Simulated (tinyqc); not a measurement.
ESD clamp with bipolar snapback, compact model and design window: two steps of the calculation.

The drain junction multiplies the current that enters it: Igen = (M - 1)(Ic + I0), M = 1/(1 - (Vj/BV)^n). The generated holes leave through the substrate resistance and the base of the parasitic npn: Igen = Vb/Rb + Ic/be, Ic = Is exp(Vb/Vt). Terminal current I = Ic + I0 + Igen and voltage V = Vj + I Ro, per width. Isothermal, constant gain.

Parameters, values chosen for the exercise; values close to those of grounded-gate n-channel clamps:
```
symbol    value    unit                               meaning
T           300       K                           temperature
BV            9       V            junction breakdown voltage
n           4.8                exponent of the multiplication
be          3.1             current gain of the parasitic npn
Is      3.1e-17    A/um                    saturation current
I0        8e-11    A/um                      junction leakage
Rb        74000  ohm um                  substrate resistance
Ro          470  ohm um  drain ballast and contact resistance
It2         4.5   mA/um            failure current for 100 ns
Wf           30      um                          finger width
Nf           10                             number of fingers
Lv            2      kV                human-body-model level
Vox        13.1       V    oxide breakdown voltage for 100 ns
Vdd           5       V                        supply voltage
```

Constants: q = 1.602176634e-19 C, kB = 1.380649e-23 J/K, Vt = kB T/q. Results are converted to the units shown.

Question 1. Base voltage at the failure current. I(Vb) = Ic (1 + 1/be) + I0 + Vb/Rb, I' = Ic (1 + 1/be)/Vt + 1/Rb; Newton steps on ln I: Vb(new) = Vb - ln(I/It2) I/I'. V follows from the introduction.

Vb at the start = 0.7 V

Wanted: I; V; I'; Vb after iteration 1.

Answer 1.

I = 0.033024 mA/um
V = 7.6729 V
I' = 0.92505 mS/um
Vb after iteration 1 = 0.87545 V

Question 2. Design window and human-body level. Human-body model: 100 pF through 1500 ohm, peak current about (level - Vt2)/1500 ohm, decay time 150 ns. All fingers turn on before the first fails if Vt2 > Vt1; then the clamp carries Nf Wf It2, otherwise in the worst case Wf It2. Margins: Vh - 1.1 Vdd against latching in operation, Vox - max(Vt1, Vt2) for the protected oxide.

Vt1 = 9.0025385 V
Vh = 6.9919794 V
Vt2 = 8.8336248 V

Give: peak current; current the clamp carries; level it withstands; holding margin; oxide margin.

Answer 2.

peak current = 1.3274 A
current the clamp carries = 0.13500 A
level it withstands = 0.21133 kV
holding margin = 1.4920 V
oxide margin = 4.0975 V

Uniform turn-on is not assured; the clamp fails the level. Both margins are positive.

Numbers from tinyqc (`OMP_NUM_THREADS=1 python tinyqc.py 2670127 2670128 out.jsonl`; about 0.02 s on one thread of a shared Intel Xeon 2.30GHz).
